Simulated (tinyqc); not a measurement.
What the anneal budget does: two-dimensional dopant profile at a mask edge: lateral junction, overlap and effective channel length. Computed by tinyqc, a small Python program. Command: `OMP_NUM_THREADS=1 python tinyqc.py 3012527 3012528 out.jsonl lateral walk`. One thread of a shared host (Intel(R) Xeon(R) Processor @ 2.30GHz), about 0.01 s of CPU time with the checks.

Ions enter for y < 0; the mask (spacer, then gate) covers y > 0. x is the depth. The surface reflects dopant during the anneal.

Inputs (values chosen for the exercise, modelled on a source-drain extension in silicon):
```
quantity               value    unit
dose Q               2.2e+14  1/cm^2
projected range R_p       11      nm
vertical straggle        3.6      nm
lateral straggle         5.1      nm
anneal budget D t    7.6e-13    cm^2
channel doping C_B     1e+17  1/cm^3
gate length L_g          130      nm
offset spacer           0.33      nm
```

Method:
- Widths s_x^2 = (vertical straggle)^2 + 2 D t, s_y^2 = (lateral straggle)^2 + 2 D t. C(x, y) = V(x) (1/2) erfc(y/(sqrt2 s_y)), V(x) = Q/(sqrt(2 pi) s_x) [exp(-(x - R_p)^2/(2 s_x^2)) + exp(-(x + R_p)^2/(2 s_x^2))]; 1 nm = 1e-7 cm.
- The lateral junction at depth x solves C = C_B: y_j(x) = sqrt2 s_y erfc^-1(2 C_B/V(x)). Overlap under the gate = y_j(0) - spacer; metallurgical channel L_met = L_g - 2 overlap (tails from the two sides are not added).
- x_j solves V(x) = C_B. Budgets are multiples of the given D t (at 0 the mirror term is kept, which overstates V(0) as implanted); those with V(0) not above 2.5 C_B are left out.

Junctions (nm):
```
multiple     s_x     s_y     x_j  y_j(0)  y_j/x_j    L_met
0.0        3.600   5.100   25.22   10.29  0.40793   110.09
0.1        5.307   6.420   31.43   17.95  0.57097    94.77
0.3        7.652   8.462   39.72   25.64  0.64535    79.39
1.0       12.844  13.342   57.41   41.01  0.71445    48.63
2.0       17.803  18.166   73.72   55.02  0.74632    20.62
4.0       24.919  25.180   96.57   74.40  0.77038   -18.14
8.0       35.057  35.242  128.51  100.90  0.78513   -71.14
16.0      49.447  49.578  173.05  136.85  0.79082  -143.04
```

What follows from these numbers?

The ratio y_j/x_j goes from 0.41 to 0.79: as implanted, x_j includes R_p and y_j only the lateral straggle; after long diffusion both scale roughly with sqrt(D t) as long as V(0) stays far above C_B, and the ratio stays below 1 because the edge starts from half the concentration and an erfc falls faster than the Gaussian. L_met is negative in the rows beyond a multiple of 2: source and drain merge.
